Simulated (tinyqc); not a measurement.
## Quantum-well laser, gain and threshold: effect of the internal loss

One electron and one heavy-hole subband per well, parabolic, with equal sheet densities n of electrons and holes; k-conserving transitions, TE polarisation, no line broadening, so the gain starts as a step at E0 and peaks there. All wells are pumped alike.

Nc = me kB T/(pi hbar^2), Nv = mh kB T/(pi hbar^2), mr = me mh/(me + mh) in m0, g0(E) = q^2 Ep mr/(4 nr eps0 c hbar E Lw) (squared momentum element m0 Ep/4, joint density of states mr/(pi hbar^2 Lw) for both spins). Peak gain g(n) = g0(E0)[1 - exp(-n/Nc) - exp(-n/Nv)]. Mirror loss am = ln(1/(R1 R2))/(2 Lc); threshold gain gth = (ai + am)/(Nw Gw). nth solves g(n) = gth and ntr solves g(n) = 0. Jth = q Nw (A n + B n^2 + C n^3)/eta at n = nth, Ith = Jth Wd Lc; differential efficiency of both facets eta am/(ai + am).

Parameters, values chosen for the exercise; well values close to those of gallium arsenide:
```
symbol,value,unit,meaning
T,300,K,temperature
E0,1.42,eV,lowest transition energy
me,0.067,m0,in-plane electron mass
mh,0.354,m0,in-plane hole mass
Ep,27.9,eV,Kane energy
nr,3.81,,refractive index
Lw,8,nm,well width
Nw,3,,number of wells
Gw,0.028,,optical confinement per well
Lc,750,um,cavity length
R1,0.05,,front reflectance
R2,0.3,,back reflectance
A,6.2e7,1/s,defect recombination coefficient
B,5.1e-5,cm^2/s,radiative coefficient per well
C,1.8e-17,cm^4/s,Auger coefficient per well
eta,0.93,,injection efficiency
Wd,3,um,stripe width
```

Constants: q = 1.602176634e-19 C, kB = 1.380649e-23 J/K, eps0 = 8.8541878128e-12 F/m, hbar = 1.054571817e-34 J s, m0 = 9.1093837015e-31 kg, c = 299792458 m/s. Results are converted to the units shown.

The same in every row: ntr (cm^-2) = 1.039e12.

Result of one run:
```
ai (1/cm)  gth (1/cm)  nth (cm^-2)  Jth (A/cm^2)  Ith (mA)  differential efficiency
4               380.9     1.129e12         83.19     1.872                   0.8137
```

What becomes of these results when the internal loss ai is changed from 4 to 1 1/cm, all else the same?

Result of the changed run:
```
ai (1/cm)  gth (1/cm)  nth (cm^-2)  Jth (A/cm^2)  Ith (mA)  differential efficiency
1               345.2     1.120e12         82.07     1.847                   0.8979
```

The whole series:
```
ai (1/cm)  gth (1/cm)  nth (cm^-2)  Jth (A/cm^2)  Ith (mA)  differential efficiency
1               345.2     1.120e12         82.07     1.847                   0.8979
2               357.1     1.123e12         82.44     1.855                   0.8680
4               380.9     1.129e12         83.19     1.872                   0.8137
8               428.5     1.141e12         84.71     1.906                   0.7233
12              476.2     1.153e12         86.26     1.941                   0.6510
20              571.4     1.177e12         89.46     2.013                   0.5425
30              690.5     1.209e12         93.67     2.108                   0.4489
40              809.5     1.241e12         98.13     2.208                   0.3829
```

As ai goes from 1 to 40 1/cm, gth rises from 345 to 810 1/cm, Jth rises from 82.1 to 98.1 A/cm^2 and Ith rises from 1.85 to 2.21 mA.

Range of the model: The second hole subband, left out here, lies within about 2 Vt of the first in a well this wide.

Numbers from tinyqc (`OMP_NUM_THREADS=1 python tinyqc.py 2840018 2840019 out.jsonl`; about 0.01 s on one thread of a shared Intel Xeon 2.30GHz).
